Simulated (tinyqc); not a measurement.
Polytypes by hexagonality, and a cubic inclusion as a quantum well, step by step. Values are carried at full precision from step to step, so a last printed digit may differ when a step is redone from the rounded ones.

A layer is h if its two neighbours in the periodic sequence sit on the same site, k otherwise; the hexagonality h is the share of h layers.

Constants: hbar^2/2m0 = 3.80998211 eV angstrom^2.

Parameters, chosen for this exercise (of the order of those of SiC; shifted at random, so the results belong to these values and not to a real crystal): E3 = 2.376 eV (gap of the cubic polytype); E2 = 3.358 eV (gap of 2H); Ev2 = 0.125 eV (valence top of 2H above that of 3C); P2 = -0.0393 C/m^2 (spontaneous polarisation of 2H); Es = 3.291 eV (gap at the hexagonality hs); hs = 0.5 (hexagonality up to which the first line holds); m = (0.308, 0.329) m0 (electron mass along c in the cubic layer and in the host); d = 2.513 angstrom (thickness of a double layer); eps = 10 (dielectric constant); N = 2 (double layers in the cubic inclusion).

## Hexagonality

Stacking sequences:

| polytype | sequence |
|---|---|
| 21R | ABCACBACABCBACBCABACB |
| 6H | ABCACB |
| 15R | ABCACBCABACABCB |
| 2H | AB |
| 10H | ABCABCBACB |

Give the h/k string and h of each.

Hexagonality:

| polytype | h/k string | h |
|---|---|---|
| 21R | hkkhkkkhkkhkkkhkkhkkk | 0.2857 |
| 6H | hkkhkk | 0.3333 |
| 15R | hkkhkhkkhkhkkhk | 0.4000 |
| 2H | hh | 1.0000 |
| 10H | hkkkkhkkkk | 0.2000 |

## Gaps and band edges

Gap: E3 + (Es - E3) h/hs for h up to hs, then linear from Es to E2 at h = 1. Valence top Ev2 h and polarisation P2 h, both counted from 3C; Ec = Ev + gap.

Evaluate for each polytype.

Results:

| polytype | gap (eV) | Ev (eV) | Ec (eV) | P (C/m^2) |
|---|---|---|---|---|
| 21R | 2.8989 | 0.0357 | 2.9346 | -0.01123 |
| 6H | 2.9860 | 0.0417 | 3.0277 | -0.01310 |
| 15R | 3.1080 | 0.0500 | 3.1580 | -0.01572 |
| 2H | 3.3580 | 0.1250 | 3.4830 | -0.03930 |
| 10H | 2.7420 | 0.0250 | 2.7670 | -0.00786 |

The widest gap is that of 2H, the narrowest that of 10H. Ev and Ec both rise with h, so 3C collects electrons and the more hexagonal side holes: a staggered line-up.

## The bound level without the field

A cubic inclusion of width L = N d in the host (h = 0.4) is a well of depth V = Ec(host) - Ec(3C). Square well with mass mismatch: k tan(k L/2) = (m_w/m_b) q, k = sqrt(m_w E/c), q = sqrt(m_b (V - E)/c), c = hbar^2/2m0, lowest root. The depth of the level, V - E, is its binding, and the transition to the valence top of the host is gap(host) - (V - E). The step in polarisation gives a field |F| = |P|/(eps eps0) in a thin inclusion, eps0 = 8.8541878e-12 F/m.

Give V, L, the level E, its depth below the host conduction edge and the transition to the valence top of the host, gap(host) - (V - E).

V = 0.7820 eV
L = 5.026 angstrom
E above the bottom = 0.5666 eV
depth below the host edge = 0.2154 eV
transition = 2.8926 eV

The level keeps 28 % of the well depth. The transition lies above the gap of 3C itself (2.376 eV). At a few layers the effective-mass picture is only a guide.

## The polarisation field

Give |F|, the drop |F| L, the bound charge |P|/e per cm^2 (e = 1.602176634e-19 C), and, as a first estimate, the shift -|F| L/2 of the transition for an electron centred in the layer and a hole in the host on the high side.

|F| = 1.775 MV/cm
drop = 89.2 meV
bound charge = 9.81e+12 cm^-2
estimated shift = -44.6 meV

The drop is 11 % of the well depth. The host edge on the low side sinks by 45 meV against the centre, less than the 215 meV by which the flat well binds.

## Checks

- Square-well root against finite differences on a grid of 0.5 angstrom (eV): 0.567 against 0.566.

Computed by tinyqc, a small Python program: `OMP_NUM_THREADS=1 python tinyqc.py 1850733 1850734 out.jsonl` (the numbers bound the seed that draws the inputs); one thread of a shared host (Intel(R) Xeon(R) Processor @ 2.30GHz), about 0.05 s for the whole set of steps.
